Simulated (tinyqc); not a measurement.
# Worked calculation: planar ballistic transistor, top-of-the-barrier model

Program tinyqc, `OMP_NUM_THREADS=1 python tinyqc.py 2400130 2400131 out.jsonl`; Intel Xeon 2.30GHz, shared host, one thread, about 0.01 s. Printed values are rounded.

At the top of the source barrier, states moving towards the drain are filled by the source (Fermi level 0) and states moving back by the drain (Fermi level -q Vd); nothing scatters. U is the shift of the band edge there, set by the capacitances CG, CD and CS (the total) and by the charge. Parabolic two-dimensional band; the source is grounded.

Values chosen for this exercise; mass and valleys close to those of silicon (two valleys):
- T = 300 K (temperature)
- m = 0.192 m0 (effective mass)
- gv = 2 (valley degeneracy)
- eox = 22 (relative permittivity of the gate insulator)
- tox = 1.3 nm (insulator thickness)
- aG = 0.95 (gate control CG/CS)
- aD = 0.022 (drain control CD/CS)
- E0 = 0.37 eV (band edge at the barrier top above the source Fermi level at zero bias)
- Vg = 0.8 V (gate voltage)
- Vd = 0.2 V (drain voltage)

Constants: q = 1.602176634e-19 C, kB = 1.380649e-23 J/K, hbar = 1.054571817e-34 J s, m0 = 9.1093837015e-31 kg, Vt = kB T/q, eps0 = 8.8541878128e-14 F/cm where lengths are in cm. Results are converted to the units shown.

## Density of states, capacitances and charge at zero bias

N0 = gv m kB T/(pi hbar^2), CG = eps0 eox/tox, vT = sqrt(2 kB T/(pi m)), CS = CG/aG, n0 = n at U = 0 and Vd = 0. eta1 = -(E0 + U)/Vt, eta2 = eta1 - Vd/Vt, n = (N0/2)[F_0(eta1) + F_0(eta2)], F_0(x) = ln(1 + exp x). UL = -(aG Vg + aD Vd).

N0 = 4.14689e12 cm^-2
CG = 14.9840 uF/cm^2
CS = 15.7726 uF/cm^2
n0 = 2.52346e6 cm^-2
UL = -0.7644 eV

## Iteration 1: self-consistent potential at the barrier top

U at the start (U = UL) = -0.7644 eV

eta1 = -(E0 + U)/Vt, eta2 = eta1 - Vd/Vt, n = (N0/2)[F_0(eta1) + F_0(eta2)], F_0(x) = ln(1 + exp x). U(out) = UL + q (n - n0)/CS. Newton step: U(new) = U + (U(out) - U)/(1 + CQ/CS), CQ = (q/Vt) dn/d(eta1) with both F' summed; F_0'(x) = 1/(1 + exp(-x)).

eta1 = 15.2561
eta2 = 7.51973
n = 4.72255e13 cm^-2
U(out) = -0.284686 eV
CQ = 25.6934 uF/cm^2
U after iteration 1 = -0.581929 eV

## Iteration 2: self-consistent potential at the barrier top

As before.

eta1 = 8.19777
eta2 = 0.461421
n = 1.89685e13 cm^-2
U(out) = -0.571719 eV
CQ = 20.7283 uF/cm^2
U after iteration 2 = -0.577517 eV

## Course of the iteration: self-consistent potential at the barrier top

Stop when U changes by less than 1e-9 eV, or after 90 iterations.

Course of the iteration:
```
iteration     U (eV)  |change| (eV)
1          -0.581929          0.182
2          -0.577517        4.41e-3
3          -0.577485        3.23e-5
4          -0.577485        1.77e-9
5          -0.577485              0
```

Converged in 5 iterations. At the end the number of correct digits about doubles with each step.

## Current, mean velocity and share of the gate voltage

converged U = -0.577485 eV

N0 = gv m kB T/(pi hbar^2), CG = eps0 eox/tox, vT = sqrt(2 kB T/(pi m)), CS = CG/aG, n0 = n at U = 0 and Vd = 0. eta1 = -(E0 + U)/Vt, eta2 = eta1 - Vd/Vt, n = (N0/2)[F_0(eta1) + F_0(eta2)], F_0(x) = ln(1 + exp x). I = q (N0/2) vT [F_(1/2)(eta1) - F_(1/2)(eta2)] per width, F_(1/2)(x) = (2/sqrt(pi)) int_0^infinity u^(1/2)/(1 + exp(u - x)) du. Mean velocity I/(q n). CQ = (q/Vt) dn/d(eta1); the band edge follows the gate as -dU/dVg = aG/(1 + CQ/CS).

eta1 = 8.02587
n = 1.84009e13 cm^-2
I = 6722.30 uA/um
mean velocity = 2.28018e7 cm/s
CQ = 20.1947 uF/cm^2
-dU/dVg = 0.416600 eV/V

The carriers from the source are degenerate (eta1 = 8.03), and the mean velocity is 1.86 times vT = sqrt(2 kB T/(pi m)) = 1.23e7 cm/s. The drain fills a good part of the returning states, which lowers the mean.
